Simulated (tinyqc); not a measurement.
Worked calculation: plane-wave Kohn-Sham cycle with exchange-only LDA in a layered model solid. One step of it, computed by the program tinyqc.

Problem. Iteration 2: levels at that k. Diagonalise the Hermitian matrix.

H (hartree), lower triangle:
```
           -2         -1         +0         +1        +2
-2   3.888932
-1  -0.215275   0.686248
+0  -0.000206  -0.215275  -0.381313
+1  -0.000017  -0.000206  -0.215275   0.686248
+2   0.000002  -0.000017  -0.000206  -0.215275  3.888932
```

Give: eigenvalues.

Solution.

eigenvalues (hartree): -0.4628  0.6721  0.7530  3.9033  3.9034
